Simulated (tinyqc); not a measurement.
Resistance of a tapered via with liner, size effect and interface: two steps of the calculation.

A round via whose diameter grows from db at the bottom as D(z) = db + 2 z/tan(ang). The fill, of diameter D - 2 tl, starts above the bottom liner (thickness fb tl) and has rho = rho0 (1 + ks lam/(D - 2 tl)); the sidewall liner conducts in parallel with it. The bottom liner and the interface are crossed over the full area pi db^2/4. Spreading in the lines above and below is left out.

Inputs (values chosen for the exercise); fill metal close to tungsten: diameter at the bottom db = 31 nm; height hv = 74 nm; sidewall angle ang = 88 degrees; bulk resistivity of the fill rho0 = 5.15 uohm cm; mean free path of the fill lam = 15.7 nm; size-effect factor ks = 1.2; liner on the sidewall tl = 3.6 nm; liner at the bottom over that on the sidewall fb = 0.5; resistivity of the liner rl = 330 uohm cm; interface resistivity at the bottom ri = 1.3e-12 ohm cm^2; ballistic conductance per area, about 3/(4 rho0 lam) Sb = 9.1e14 S/m^2.

Task 1. Slices of the via. Slices between z0 = fb tl and hv, evaluated at their midpoints: conductance per length pi/4 [(D - 2 tl)^2/rho + (D^2 - (D - 2 tl)^2)/rl], slice resistance = slice height over that. 6 slices.

Wanted: z; D; rho; slice resistance.

Result 1.

```
slice,z (nm),D (nm),rho (uohm cm),slice resistance (ohm)
0,7.817,31.55,9.135,2.318
1,19.85,32.39,9.002,2.136
2,31.88,33.23,8.878,1.975
3,43.92,34.07,8.761,1.830
4,55.95,34.91,8.652,1.700
5,67.98,35.75,8.549,1.584
```

Task 2. Total resistance. R_fill = sum of the slices; R_bottom = rl fb tl/(pi db^2/4); R_interface = ri/(pi db^2/4); ballistic (Sharvin) limit 1/(Sb pi (db - 2 tl)^2/4); ideal cylinder rho0 hv/(pi db^2/4).

```
slice,slice resistance (ohm)
0,2.3178207
1,2.1362223
2,1.9745585
3,1.8300729
4,1.7004629
5,1.5837932
```

Find: parts; R; shares; ballistic limit; ideal cylinder.

Result 2.

parts (ohm): fill 11.54, bottom liner 7.870, interface 0.1722
R = 19.59 ohm
shares (%): fill 58.94, bottom liner 40.18, interface 0.88
ballistic limit = 2.470 ohm
ideal cylinder = 5.049 ohm

The fill is the largest part, and R is 3.88 times the ideal cylinder. With 2000 slices R = 19.589 ohm.

tinyqc, about 0.01 s, one thread, Intel Xeon 2.30GHz (shared host): `OMP_NUM_THREADS=1 python tinyqc.py 2750171 2750172 out.jsonl`
